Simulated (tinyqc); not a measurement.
Swing of the coupled dose with resist thickness: standing waves and exposure in a photoresist film.

Normal incidence from air. Unexposed resist: N1 = n1 + i k1 with k1 = (A + B) lam/(4 pi), lam in micrometres. r01 = (1 - N1)/(1 + N1), t01 = 2/(1 + N1). Substrate Ns = ns + i ks: r12 = (N1 - Ns)/(N1 + Ns). With p = exp(2 pi i N1 d/lam), the field at depth z is E(z) = t01 [exp(2 pi i N1 z/lam) + r12 p^2 exp(-2 pi i N1 z/lam)]/(1 + r01 r12 p^2), the relative intensity I(z) = n1 |E(z)|^2 and the reflectance R = |(r01 + r12 p^2)/(1 + r01 r12 p^2)|^2.

Inputs chosen for the exercise (a resist on polySi, indices near tabulated ones; the results hold for these values, not for the real material):

| symbol | value | unit | meaning |
|---|---|---|---|
| lam | 248 | nm | vacuum wavelength |
| n1 | 1.781 |  | resist index |
| A | 0.14 | 1/micrometre | bleachable absorption (Dill A) |
| B | 1.15 | 1/micrometre | fixed absorption (Dill B) |
| d | 372 | nm | resist thickness |
| ns | 1.682 |  | substrate n |
| ks | 2.689 |  | substrate k |

The mean of I is taken over 800 depths; the relative dose to clear is taken as 1/(mean of I over the lowest period, 60 depths), scaled to 1 in the first row.

Swing:

| d (nm) | R | mean I | relative dose |
|---|---|---|---|
| 372.0 | 0.0116 | 1.1411 | 1.000 |
| 383.6 | 0.1104 | 1.0201 | 1.146 |
| 395.2 | 0.2717 | 0.8228 | 1.428 |
| 406.8 | 0.3371 | 0.7326 | 1.583 |
| 418.4 | 0.2825 | 0.7760 | 1.476 |
| 430.0 | 0.1246 | 0.9335 | 1.233 |
| 441.6 | 0.0052 | 1.0530 | 1.116 |
| 453.2 | 0.0955 | 0.9502 | 1.263 |
| 464.8 | 0.2472 | 0.7803 | 1.547 |
| 476.4 | 0.3102 | 0.7016 | 1.705 |
| 488.0 | 0.2582 | 0.7407 | 1.600 |
| 499.6 | 0.1104 | 0.8768 | 1.358 |
| 511.2 | 0.0018 | 0.9761 | 1.243 |

The period is 69.6 nm, six rows. The relative dose swings between 1.000 and 1.705, a ratio (max - min)/mean of 0.518, against the estimate 4 sqrt(|r01|^2 |r12|^2) exp(-(A + B) d) = 0.421 for the oscillating part alone; the ratio from the table also holds the slow rise from absorption, 24.3 % over two periods, so the two are not strictly comparable.

(tinyqc, `OMP_NUM_THREADS=1 python tinyqc.py 1650186 1650187 out.jsonl`, Intel(R) Xeon(R) Processor @ 2.30GHz, 1 thread, shared host, about 0.01 s.)
